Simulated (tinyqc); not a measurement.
From one set of inputs to another, one input at a time: precursor delivery by bubblers, mass-transport growth and the solid composition of a III-V alloy. Computed by tinyqc, a small Python program. Command: `OMP_NUM_THREADS=1 python tinyqc.py 3014428 3014429 out.jsonl movpe_thermo ladder`. One thread of a shared host (Intel(R) Xeon(R) Processor @ 2.30GHz), about 0.02 s of CPU time with the checks.

1 sccm = 44.615 micromol/min; 1 torr = 133.322 Pa. The sources decompose fully at the surface.

The inputs printed are set A. Set A is modelled on trimethylgallium (source 1) and trimethylindium (source 2) for the vapour pressures; the values taken over come from a set modelled on triethylgallium (source 1) and trimethylindium (source 2) for the vapour pressures. Inputs not listed in the table keep their values of set A, so the rows need not describe a real material.

Inputs (values chosen for the exercise, modelled on trimethylgallium (source 1) and trimethylindium (source 2) for the vapour pressures):
```
quantity                                                                                                  value        unit
bath temperature T1                                                                                         265           K
bath temperature T2                                                                                         304           K
bubbler pressure p_b                                                                                       1000        torr
carrier flow F1                                                                                             9.6        sccm
carrier flow F2                                                                                              50        sccm
total flow F_t                                                                                               21         slm
group-V flow F_V                                                                                             20        sccm
reactor pressure p                                                                                          760        torr
growth temperature T                                                                                       1070           K
diffusivity at 273 K and 760 torr                                                                          0.44      cm^2/s
flow cross-section A                                                                                         33        cm^2
distance from the leading edge z                                                                              7          cm
lattice constant a                                                                                         5.62    angstrom
interaction L0 of the solid                                                                                17.4      kJ/mol
log10 of p_B,eq over pure BC at 1000 K and 1 torr of group V (exaggerated: liquid indium has about -4.1)     -2  log10 torr
enthalpy of that equilibrium H                                                                              306      kJ/mol
```

Alloy: mixing on the group-III sites, with desorption of B.

constants a, b of source 1 (log10 torr, K): 8.085  1703

constants a, b of source 2 (log10 torr, K): 10.56  3014

Constants: k_B = 1.380649e-23 J/K; R = 8.314462618 J/(mol K).

Method:
- log10 p_v = a - b/T_bath; molar flow = F x 44.615 x p_v/(p_b - p_v) for a saturated bubbler.
- p_i = p n_i/(44615 F_t), F_t in slm; p_V = p F_V/(1000 F_t), counted per molecule supplied; V/III = 44.615 F_V/(n1 + n2); vapour fraction of source 2 = n2/(n1 + n2).
- Mean velocity u = (F_t/A)(760/p)(T/273); D = D0 (T/273)^1.75 (760/p); boundary layer delta = sqrt(pi D z/u); flux = D dp/(delta k_B T); growth rate = flux x a^3/4.
- A sticks fully. B desorbs: its surface pressure is p_B* = x gamma_B K/sqrt(p_V), ln gamma_B = L0 (1 - x)^2/(R T), K = 10^(log10 K at 1000 K) exp[-(H/R)(1/T - 1/1000)], p_V in torr. With equal diffusivities x = (p_2 - p_B*)/(p_1 + p_2 - p_B*). Growth rate = rate per torr x p_1/(1 - x).

Each row keeps all changes above it:
```
input moved                            from   to  V/III ratio  solid fraction x  growth rate (micrometre/h)
set A                                     -    -        29.40          0.008844                       0.727
group-V flow F_V (sccm)                  20  110       161.70          0.021169                       0.736
bath temperature T2 (K)                 304  299       180.44          0.014064                       0.731
interaction L0 of the solid (kJ/mol)   17.4   22       180.44          0.008427                       0.727
carrier flow F1 (sccm)                  9.6  100        22.34          0.006742                       7.556
distance from the leading edge z (cm)     7  8.1        22.34          0.006742                       7.025
growth temperature T (K)               1070  950        22.34          0.029150                       6.873
bath temperature T1 (K)                 265  286         6.98          0.009420                      22.031
```

V/III ratio goes from 29.4 to 6.98, a factor 0.237 in all. The largest single move comes from carrier flow F1 (a factor 0.124), and group-V flow F_V works against it (a factor 5.50). Solid fraction x goes from 0.00884 to 0.00942, a factor 1.07 in all. The largest single move comes from growth temperature T (a factor 4.32), and bath temperature T1 works against it (a factor 0.323). Growth rate goes from 0.727 to 22.0, a factor 30.3 in all. The largest single move comes from carrier flow F1 (a factor 10.4). The single moves hold for this order of the switches; the total does not depend on the order.

Caution (all rows): the boundary layer is a quarter or more of the root of the cross-section, so it fills much of the channel and depletion along the flow matters. Caution (rows bath temperature T1): so low a V/III ratio is near the limit of smooth growth.

Extremes, crossings and ranges named in words are read from the listed rows.
